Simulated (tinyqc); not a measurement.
Inside a calculation. Model: two-diode model of a solar cell.

Numbers from tinyqc (`OMP_NUM_THREADS=1 python tinyqc.py 2280127 2280128 out.jsonl`; about 0.01 s on one thread of a shared Intel Xeon 2.30GHz). Printed values are rounded.

J is the current delivered and Vj = V + J Rs the junction voltage. J = X JL - J01 (exp(Vj/(n1 Vt)) - 1) - J02 (exp(Vj/(2 Vt)) - 1) - Vj/Rp. The photocurrent does not depend on voltage.

Inputs (values chosen for the exercise); values of the order met in cells of gallium arsenide:
- T = 273 K (temperature)
- JL = 24.7 mA/cm^2 (photocurrent at one sun)
- X = 1 suns (concentration)
- J01 = 1.3e-22 A/cm^2 (saturation current of the first diode)
- n1 = 1 (ideality factor of the first diode)
- Rs = 0 ohm cm^2 (series resistance)
- Rp = 300 ohm cm^2 (shunt resistance)
- Pin = 100 mW/cm^2 (incident power at one sun)
- J02 = 5.1e-13 A/cm^2 (saturation current of the second diode (ideality 2))

Constants: q = 1.602176634e-19 C, kB = 1.380649e-23 J/K, Vt = kB T/q. Results are converted to the units shown.

## Starting value

Vj = n1 Vt ln(X JL/J01), the open-circuit voltage of the J01 term alone.

Vj at the start = 1.098481 V

## Iteration 1: new Vj

Maximum power: dP/dVj = f = J (1 + 2 Rs G) - G Vj = 0. G = -dJ/dVj = J01 exp(Vj/(n1 Vt))/(n1 Vt) + J02 exp(Vj/(2 Vt))/(2 Vt) + 1/Rp. H = dG/dVj; f' = -2 G - 2 Rs G^2 + (2 Rs J - Vj) H; Vj(new) = Vj - f/f'.

J = -10.69147 mA/cm^2
G = 1.202677 S/cm^2
H = 47.80542 S/(cm^2 V)
f = -1331.809 mA/cm^2
f' = -54.91870 S/cm^2
Vj after iteration 1 = 1.074230 V

## Iteration 2: new Vj

As before.

J = 8.109845 mA/cm^2
G = 0.4670925 S/cm^2
H = 17.81660 S/(cm^2 V)
f = -493.6550 mA/cm^2
f' = -20.07331 S/cm^2
Vj after iteration 2 = 1.049638 V

## Iteration 3: new Vj

As before.

J = 15.61420 mA/cm^2
G = 0.1879121 S/cm^2
H = 6.721420 S/(cm^2 V)
f = -181.6254 mA/cm^2
f' = -7.430880 S/cm^2
Vj after iteration 3 = 1.025196 V

## Course of the iteration

Stop when the step is below 1e-10 V, or after 60 iterations.

Course of the iteration:

| iteration | Vj before the step (V) | step (V) |
|---|---|---|
| 1 | 1.098481 | -0.0243 |
| 2 | 1.074230 | -0.0246 |
| 3 | 1.049638 | -0.0244 |
| 4 | 1.025196 | -0.0225 |
| 5 | 1.002707 | -0.0165 |
| 6 | 0.9861696 | -7.05e-3 |
| 7 | 0.9791193 | -9.70e-4 |
| 8 | 0.9781494 | -1.57e-5 |
| 9 | 0.9781337 | -4.04e-9 |
| 10 | 0.9781337 | < 1e-14 |

Converged in 10 iterations.

## Figures of merit

Jsc at V = 0, Voc at J = 0, the maximum power point where J (1 + 2 Rs G) = G Vj with G = -dJ/dVj; FF = Vmp Jmp/(Voc Jsc); efficiency Vmp Jmp/(X Pin). Empirical fill factor without parasitics FF0 = (v - ln(v + 0.72))/(v + 1), v = Voc/(n1 Vt).

Jsc = 24.7 mA/cm^2
Voc = 1.087527 V
Vmp = 0.9781337 V
Jmp = 20.74668 mA/cm^2
FF = 0.7554572
efficiency = 20.29302 %
FF0 = 0.8973269

FF is 16 % below FF0. Removing one loss at a time changes the efficiency by: shunt +3.22, second diode +0.70 points.
